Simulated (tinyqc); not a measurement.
Worked calculation: one-electron ion in a basis of Gaussians. One step of it, computed by the program tinyqc.

Problem. Generalised eigenproblem. Solve H C = S C e through S^(-1/2); each column has its largest component positive (the first on a tie).

H = T + V (hartree):
```
[[-10.744727, -12.111450, -10.563535, -7.867471, -5.497597, -3.751795],
 [-12.111450, -15.277501, -17.638749, -19.417380, -16.130274, -11.784879],
 [-10.563535, -17.638749, 8.173365, 6.234757, -23.353586, -29.307969],
 [-7.867471, -19.417380, 6.234757, 224.929361, 236.826270, 45.118483],
 [-5.497597, -16.130274, -23.353586, 236.826270, 1516.023463, 1622.012933],
 [-3.751795, -11.784879, -29.307969, 45.118483, 1622.012933, 8366.232637]]
```

S:
```
[[1.000000, 0.648878, 0.244039, 0.077548, 0.023716, 0.007195],
 [0.648878, 1.000000, 0.648749, 0.244017, 0.077534, 0.023709],
 [0.244039, 0.648749, 1.000000, 0.648836, 0.244042, 0.077534],
 [0.077548, 0.244017, 0.648836, 1.000000, 0.648796, 0.243998],
 [0.023716, 0.077534, 0.244042, 0.648796, 1.000000, 0.648752],
 [0.007195, 0.023709, 0.077534, 0.243998, 0.648752, 1.000000]]
```

Give: eigenvalues of S; eigenvalues; coefficients.

Solution.

eigenvalues of S: [0.1026, 0.2131, 0.4603, 0.9364, 1.7035, 2.5841]

eigenvalues (hartree): [-17.9443, -2.6007, 51.0571, 408.5170, 2371.7460, 12857.3451]

coefficients:
```
[[0.2445, 1.2623, -0.5103, -0.1661, 0.0628, -0.0249],
 [0.6820, -0.8658, 1.3923, 0.5502, -0.2073, 0.0816],
 [0.1980, -0.1073, -1.3770, -1.2677, 0.5306, -0.2068],
 [0.0296, -0.0230, 0.0334, 1.4764, -1.2004, 0.5050],
 [0.0043, -0.0020, -0.0221, -0.1061, 1.4861, -1.1335],
 [0.0007, -0.0005, 0.0005, 0.0198, -0.1108, 1.3901]]
```

For Z = 6 and l = 0 the exact lowest level is -Z^2/(2 n^2) with n = l + 1: -18.000000 hartree.
